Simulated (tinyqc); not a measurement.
# Van der Pauw, Hall and four-point-probe measurements on a doped layer, step by step

tinyqc, about 0.01 s, one thread, Intel Xeon 2.30GHz (shared host): `OMP_NUM_THREADS=1 python tinyqc.py 2850216 2850217 out.jsonl` Printed values are rounded.

A uniform n-type layer with sheet resistance Rs = 1/(q ns mu), point contacts, low field (mu B small).

Inputs (values chosen for the exercise):
```
symbol,value,unit,meaning
ns,5.2e12,cm^-2,sheet density of the layer
mu,1000,cm^2/(V s),drift mobility
rH,1.18,,Hall factor
B,0.55,T,magnetic field
I,10,uA,current
ar,1.4,,side ratio a/b of a rectangular sample with corner contacts
t,130,nm,thickness of the layer
```

Constants: q = 1.602176634e-19 C. Results are converted to the units shown.

## Resistances and Hall voltage

Rs = 1/(q ns mu). For a rectangle with contacts at the corners, RA = (8 Rs/pi) sum_(k>=0) ln coth((2k + 1) pi a/(2 b)) with current along a short side b and voltage along the opposite one, RB the same with a and b exchanged; Hall voltage VH = rH B I/(q ns), negative for electrons.

Rs = 1200.29 ohm/square
RA = 75.1999 ohm
RB = 658.006 ohm
VH = -0.778988 mV

RB/RA = 8.75; for a square both equal Rs ln 2/pi = 265 ohm.

## Starting value

z = 2 ln 2/(pi (RA + RB)), exact for RA = RB.

z at the start = 0.601838 mS

## Iteration 1: new z

The van der Pauw equation exp(-pi RA z) + exp(-pi RB z) = 1 is solved for z = 1/Rs: e1 = exp(-pi RA z), e2 = exp(-pi RB z), f = e1 + e2 - 1, f' = -pi (RA e1 + RB e2), z(new) = z - f/f'.

e1 = 0.867463
e2 = 0.288197
f = 0.155660
f' = -0.800692 kohm
z after iteration 1 = 0.796245 mS

## Iteration 2: new z

As before.

e1 = 0.828523
e2 = 0.192822
f = 0.0213454
f' = -0.594336 kohm
z after iteration 2 = 0.832159 mS

## Course of the iteration

Stop when the step is below 1e-10 mS, or after 40 iterations.

Course of the iteration:
```
iteration	z before the step (mS)	step (mS)
1	0.601838	0.194
2	0.796245	0.0359
3	0.832159	9.72e-4
4	0.833131	6.79e-7
5	0.833132	3.32e-13
```

Converged in 5 iterations.

## Sheet density, mobility and bulk values

converged z = 0.833132 mS

Rs = 1/z; Hall sheet density B I/(q |VH|); Hall mobility |VH|/(Rs B I); true values ns = rH times the Hall density, mu = Hall mobility/rH; bulk density ns/t, resistivity Rs t; correction factor F = Rs/[(pi/ln 2)(RA + RB)/2].

Rs = 1200.29 ohm/square
Hall sheet density = 4.40678e12 cm^-2
Hall mobility = 1180 cm^2/(V s)
ns = 5.2e12 cm^-2
mu = 1000 cm^2/(V s)
bulk density = 4e17 cm^-3
resistivity = 0.0156038 ohm cm
F = 0.722381

Taking the mean of RA and RB without F would overstate Rs by 38 %.
